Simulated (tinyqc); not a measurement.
Finite-size error of a charged defect in a periodic cell: Madelung and Makov-Payne terms: one step, computed by the program tinyqc.

L is the cube root of the cell volume. The defect charge is a Gaussian, rho(r) = q (2 pi sigma^2)^(-3/2) exp(-r^2/2 sigma^2), repeated periodically in a uniform neutralising background and screened by a continuum. The model cell energy is E(L) = E_0 + [periodic - isolated electrostatic energy].

Question. Madelung energy. Ewald sum for a unit point charge: scale each Cartesian component of the cell by 1/sqrt(eps_i), giving R', G' and V'; E = [ (1/2) sum erfc(eta R')/R' + (2 pi/V') sum exp(-G'^2/4 eta^2)/G'^2 - eta/sqrt(pi) - pi/(2 V' eta^2) ] e^2/(4 pi eps_0) / sqrt(eps_x eps_y eps_z), over n_i = -6..6, omitting n = (0,0,0), eta = 2/V'^(1/3). alpha = -2 E eps_g L/(e^2/(4 pi eps_0)), eps_g = (eps_x eps_y eps_z)^(1/3).

Inputs (values chosen for the exercise, with screening close to that of InAs): charge q = 2 e; cell length L = 11 angstrom; dielectric constant eps = 15.8.

Supercell lattice: bcc. Screening: isotropic.

cell vectors (rows) (angstrom):
```
           1          2          3
1  -6.929566   6.929566   6.929566
2   6.929566  -6.929566   6.929566
3   6.929566   6.929566  -6.929566
```

Constants: e^2/(4 pi eps_0) = 14.39964548 eV angstrom.

Give: terms for a unit charge; Madelung constant alpha; point-charge correction -q^2 E.

Answer.

terms for a unit charge (eV): real space 0.00069, reciprocal 0.00568, self -0.09349, background -0.03254

Madelung constant alpha = 2.888

point-charge correction -q^2 E = 0.4786 eV
